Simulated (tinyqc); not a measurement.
Inside a calculation. Method: CIS on RHF in the sto-3g basis, for H3-, spin multiplicity 1. The basis has no diffuse functions, so it cannot describe the extra electron: this is an exercise in the method, not the real anion. One step of it, computed by the program tinyqc.

Problem. CIS singlet states. Diagonalise A (1 hartree = 27.211386 eV); each vector has its largest component positive (the first on a tie). The transition dipole is mu = sqrt2 sum c_ia <i|r|a>.

CIS matrix A, singlet (hartree):
```
           1>3        2>3
1>3   1.124104  -0.000632
2>3  -0.000632   0.674520
```

dipole integrals <i|r|a> (bohr):
```
            x          y          z
1>3  0.000000  -0.483253  -0.351478
2>3  0.000000  -0.535329   0.872829
```

Give: singlet excitation energies; lowest vectors; oscillator strengths 2/3 w |mu|^2.

Solution.

singlet excitation energies (eV): 18.3546  30.5884

lowest vectors:
```
     state 1  state 2
1>3   0.0014   1.0000
2>3   1.0000  -0.0014
```

oscillator strengths 2/3 w |mu|^2: 0.9428  0.5354
